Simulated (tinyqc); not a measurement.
# Transfer-length model of a contact: effects of single changes

A metal contact of length d and width W on a thin layer of the same width. The metal has no resistance, the sheet resistance under it equals Rsh, and current enters the layer at the front edge x = 0.

Inputs (values chosen for the exercise): sheet resistance of the semiconductor layer Rsh = 2800 ohm/sq; specific contact resistivity rc = 3.9e-7 ohm cm^2; contact length d = 0.42 um; contact width W = 1.8 um.

Each table varies one quantity; the others keep the values above.

## Effect of the contact resistivity

Transfer length Lt = sqrt(rc/Rsh); front resistance Rc = (Rsh Lt/W) coth(d/Lt); end resistance Re = (Rsh Lt/W)/sinh(d/Lt).

Effect of the contact resistivity:
```
rc (ohm cm^2)  Lt (um)    d/Lt  Rc W (ohm um)
1e-8           0.01890   22.22          52.92
2.7e-8         0.03105   13.53          86.95
6.8e-8         0.04928   8.523          138.0
1.7e-7         0.07792   5.390          218.2
4.4e-7          0.1254   3.350          351.9
1.1e-6          0.1982   2.119          571.2
2.8e-6          0.3162   1.328           1019
7.2e-6          0.5071  0.8283           2089
1.8e-5          0.8018  0.5238           4671
```

Rc W rises from 52.9 to 4670 ohm um, as rc^(0.50) between the first two rows (d/Lt = 22) and rc^(0.88) between the last two (d/Lt = 0.52); a long contact gives the power 1/2 and a short one 1. In 1 of the 9 rows Lt is below 20 nm, near the thickness of a real layer, where current spreads in depth and the line model fails.

## Effect of the contact length

Same model as above.

Result of one run:
```
d (um)    d/Lt  Rc W (ohm um)  rc/d (ohm um)    Re/Rc
0.19    1.6099         357.97         205.26  0.38445
```

What becomes of these results when the contact length d is changed from 0.19 to 0.31 um, all else the same?

Result of the changed run:
```
d (um)    d/Lt  Rc W (ohm um)  rc/d (ohm um)    Re/Rc
0.31    2.6267         333.93         125.81  0.14388
```

The whole series:
```
d (um)     d/Lt  Rc W (ohm um)  rc/d (ohm um)     Re/Rc
0.015   0.12710         2614.0         2600.0   0.99198
0.025   0.21183         1583.3         1560.0   0.97798
0.041   0.34740         989.18         951.22   0.94255
0.068   0.57618         635.63         573.53   0.85424
0.11    0.93205         451.72         354.55   0.68179
0.19     1.6099         357.97         205.26   0.38445
0.31     2.6267         333.93         125.81   0.14388
0.52     4.4061         330.55         75.000  0.024403
```

Rc W falls from 2610 to 331 ohm um, as d^(-0.98) between the first two rows. It levels off at sqrt(rc Rsh) = 330 ohm um and, among the rows, is within 5 % of that from d = 0.31 um on (Lt = 0.118 um): metal beyond two transfer lengths lowers Rc by less than 4 %.

Computed by the program tinyqc: `OMP_NUM_THREADS=1 python tinyqc.py 2760156 2760157 out.jsonl`, one thread of a shared Intel Xeon 2.30GHz, about 0.01 s for the whole run.
